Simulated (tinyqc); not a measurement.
Surface potential of a MOS transistor: implicit equation and explicit approximations: one step of the calculation.

p-type body, charge-sheet picture, depletion and inversion only, full ionisation (an idealisation for deep acceptors), Boltzmann statistics (rough once Na exp(x - xn) passes about Nc/7). In units of Vt: xg = (Vg - Vfb)/Vt, x = psi/Vt, G = gamma/sqrt(Vt), xn = (2 phiF + Vc)/Vt. The implicit equation is (xg - x)^2 = G^2 [x - 1 + exp(x - xn)] for x above about 3. Cox = eps0 eox/tox.

Problem. Explicit approximation. Depletion value a = 1 + [sqrt(G^2/4 + xg - 1) - G/2]^2; inversion value b = xn + ln[(xg - xn)^2/G^2 - xn + 1] and first guess y = min(a, b) - ln(1 + exp(-|a - b|)) if a > xn + 1, else b = y = a; one second-order correction with D = exp(y - xn), p = 2 (xg - y) + G^2 (1 + D), w = (xg - y)^2 - G^2 (y - 1 + D): z = y + 2 w/(p + sqrt(p^2 - 2 (2 - G^2 D) w)), or the Newton step z = y + w/p where the root is not real.

G = 1.9632876
xn = 54.215699
xg = 87.531222

Give: a; b; y; p; w; z.

Solution.

a = 71.09
b = 59.67
y = 59.67
p = 964.4
w = -354.9
z = 59.20

The root of the implicit equation is x = 59.2241; y misses it by 0.45 and z by -0.023, in units of Vt.

Numbers from tinyqc (`OMP_NUM_THREADS=1 python tinyqc.py 2122199 2122200 out.jsonl`; about 0.01 s on one thread of a shared Intel Xeon 2.30GHz).
